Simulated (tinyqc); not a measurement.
Floating body of a partially depleted SOI transistor: body voltage and kink: output curve and kink.

Source at 0 V. Channel current Ic = 2 nf K Vt^2 [F(0) - F(Vd)](1 + la Vd), F(V) = ln^2(1 + exp((Vg - VT - nf V)/(2 nf Vt))), VT = VT0 - gb Vb. Saturation voltage Vs = 2 Vt sqrt(F(0)) + 3 Vt, excess Ve = (Vd - Vs + sqrt((Vd - Vs)^2 + 0.0004 V^2))/2, multiplication M1 = Ai Ve exp(-Bl/Ve). Each junction passes D(v) = J1 (exp(v/Vt) - 1) + J2 (exp(v/(2 Vt)) - 1). Bipolar current Ib = bb J1 (exp(Vb/Vt) - 1). The body settles where M1 (Ic + Ib) = D(Vb) + D(Vb - Vd) + Vb/Rb; drain current Id = (1 + M1)(Ic + Ib) - D(Vb - Vd).

Rows with more than one solution for Vb (latch) are left out; dId/dVd by a forward difference over 1e-4 V, swing = 1e-4 V over the change of log10 Id; M1 under 1e-12 is printed as 0.

Inputs (values chosen for the exercise); values of the order met in partially depleted silicon-on-insulator transistors: temperature T = 300 K; threshold at zero body voltage VT0 = 0.53 V; fall of the threshold per volt of body voltage gb = 0.12; slope factor nf = 1.2; gain factor per width K = 130 uA/(V^2 um); channel-length modulation factor la = 0.08 1/V; impact-ionisation prefactor Ai = 3.93 1/V; impact-ionisation voltage Bl = 4.7 V; diffusion saturation current of each junction J1 = 2.4e-12 uA/um; recombination saturation current of each junction J2 = 7.1e-9 uA/um; gain of the lateral bipolar transistor on the diffusion current bb = 0.5; resistance of a weak body tie to the source (1e9 stands for no tie, and the term is then dropped) Rb = 1e9 kohm um; gate voltage Vg = 0.52 V.

Constants: q = 1.602176634e-19 C, kB = 1.380649e-23 J/K, Vt = kB T/q. Results are converted to the units shown.

Result of one run:
```
Vb (V)       M1  Id, floating (uA/um)  Id, grounded (uA/um)  ratio  dId/dVd, floating (uS/um)  dId/dVd, grounded (uS/um)
0.6046  0.08433                0.4537               0.09599  4.727                     0.3861                    0.04151
```

Which drain voltage Vd gave this result: 0.68, 1, 1.32, 1.48 or 1.8 V?

Vd = 1.32 V.

The whole series:
```
Vd (V)  Vb (V)        M1  Id, floating (uA/um)  Id, grounded (uA/um)  ratio  dId/dVd, floating (uS/um)  dId/dVd, grounded (uS/um)
0.52    0.2861  1.081e-5                0.1792               0.08236  2.176                     0.7409                   0.006369
0.68    0.4430  3.901e-4                0.2663               0.08342  3.192                     0.3842                   0.007133
0.84    0.5111  0.003377                0.3167               0.08478  3.736                     0.2695                    0.01032
1       0.5529   0.01410                0.3575               0.08693  4.112                     0.2511                    0.01720
1.16    0.5822   0.03910                0.4002               0.09048  4.423                     0.2921                    0.02783
1.32    0.6046   0.08433                0.4537               0.09599  4.727                     0.3861                    0.04151
1.48    0.6226    0.1541                0.5267                0.1039  5.071                     0.5367                    0.05734
1.64    0.6379    0.2511                0.6293                0.1144  5.500                     0.7596                    0.07448
1.8     0.6513    0.3764                0.7754                0.1277  6.070                      1.090                    0.09231
```

Vb rises from 0.286 to 0.651 V and the ratio of the currents rises from 2.18 to 6.07. The output conductance with a floating body exceeds the grounded value by the largest factor among the rows, 116, at Vd = 0.52 V, where Vb = 0.286 V and M1 = 1.08e-5.

Range of the model: The multiplication law is an empirical form chosen for the exercise; self-heating and capacitive coupling to the body are left out, and the linear laws are rough once Vb passes about 0.7 V or M1 about 0.1.

Computed by the program tinyqc: `OMP_NUM_THREADS=1 python tinyqc.py 2182168 2182169 out.jsonl`, one thread of a shared Intel Xeon 2.30GHz, about 0.2 s for the whole run.
